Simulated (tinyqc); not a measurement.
# Ferroelectric switching, Landau-Khalatnikov equation: two studies

One domain: rho dP/dt = E - (2 al P + 4 be P^3), with al = -3 sqrt(3) Ec/(4 Pr), be = 3 sqrt(3) Ec/(8 Pr^3), so that the static loop has remanence Pr and coercive field Ec. With P in uC/cm^2, E in kV/cm, rho in ohm m and t in ns, dP/dt = [E - 2 al P - 4 be P^3]/(100 rho).

Parameters, values chosen for the exercise; remanent polarisation and coercive field close to those of barium titanate films:
- Pr = 22 uC/cm^2 (remanent polarisation)
- Ec = 38 kV/cm (static coercive field)
- rho = 5.9 ohm m (viscosity of the polarisation)
- Em = 110 kV/cm (field amplitude)

Each table varies one quantity; the others keep the values above.

## Switching time against field

In the constant field E = Em the time to go from -Pr to 0 is the integral of dP/(dP/dt); tau = 100 rho/(-4 al). Near Ec the bottleneck estimate is pi 100 rho/sqrt(c (Em - Ec)) with c = 12 be Pr/sqrt(3); for large fields the time tends to 100 rho Pr/Em.

Result of one run:
```
Em (kV/cm)	Em/Ec	time (ns)	time/tau	bottleneck estimate (ns)	large-field limit (ns)
453	11.92	30.33	0.4613	153.1	28.65
```

What becomes of these results when the field amplitude Em is changed from 453 to 55.4 kV/cm, all else the same?

Result of the changed run:
```
Em (kV/cm)	Em/Ec	time (ns)	time/tau	bottleneck estimate (ns)	large-field limit (ns)
55.4	1.458	483.6	7.357	747.6	234.3
```

The whole series:
```
Em (kV/cm)	Em/Ec	time (ns)	time/tau	bottleneck estimate (ns)	large-field limit (ns)
38.7	1.018	3450	52.48	3727	335.4
39.6	1.042	2186	33.26	2465	327.8
41.6	1.095	1364	20.76	1644	312.0
45.9	1.208	833.9	12.69	1109	282.8
55.4	1.458	483.6	7.357	747.6	234.3
76.5	2.013	262.4	3.992	502.6	169.7
123	3.237	133.8	2.035	338.2	105.5
226	5.947	64.68	0.9840	227.4	57.43
453	11.92	30.33	0.4613	153.1	28.65
```

The switching time falls from 3450 to 30.3 ns. Against Em - Ec it goes with exponent -0.55 between the first two rows (-1/2 at a saddle-node bottleneck) and -0.96 between the last two. The bottleneck estimate is 8.0 % above the time in the first row, the large-field limit 5.5 % below it in the last.

## Coercive field against sweep rate

The field rises as E = 4 Em t/Tp (the first quarter of a triangular wave of period Tp) from P = -Pr; the dynamic coercive field Ed is E when P crosses zero.

Result of one run:
```
Tp (ns)	dE/dt (kV/(cm ns))	Ed (kV/cm)	Ed/Ec - 1
2.2e6	2.000e-4	38.79	0.02068
```

What becomes of these results when the period Tp is changed from 2.2e6 to 3400 ns, all else the same?

Result of the changed run:
```
Tp (ns)	dE/dt (kV/(cm ns))	Ed (kV/cm)	Ed/Ec - 1
3400	0.1294	83.91	1.208
```

The whole series:
```
Tp (ns)	dE/dt (kV/(cm ns))	Ed (kV/cm)	Ed/Ec - 1
3400	0.1294	83.91	1.208
7700	0.05714	66.33	0.7456
17000	0.02588	55.58	0.4627
39000	0.01128	48.55	0.2776
87000	0.005057	44.38	0.1678
1.9e5	0.002316	41.88	0.1020
4.4e5	0.001000	40.25	0.05930
9.8e5	4.490e-4	39.34	0.03517
2.2e6	2.000e-4	38.79	0.02068
```

As the period grows, Ed falls from 83.9 to 38.8 kV/cm, towards the static Ec = 38 kV/cm. The excess Ed/Ec - 1 goes as Tp^(-0.59) between the first two rows and as Tp^(-0.66) between the last two; slow passage through a saddle-node point gives -2/3.

Program tinyqc, `OMP_NUM_THREADS=1 python tinyqc.py 2860064 2860065 out.jsonl`; Intel Xeon 2.30GHz, shared host, one thread, about 0.06 s.
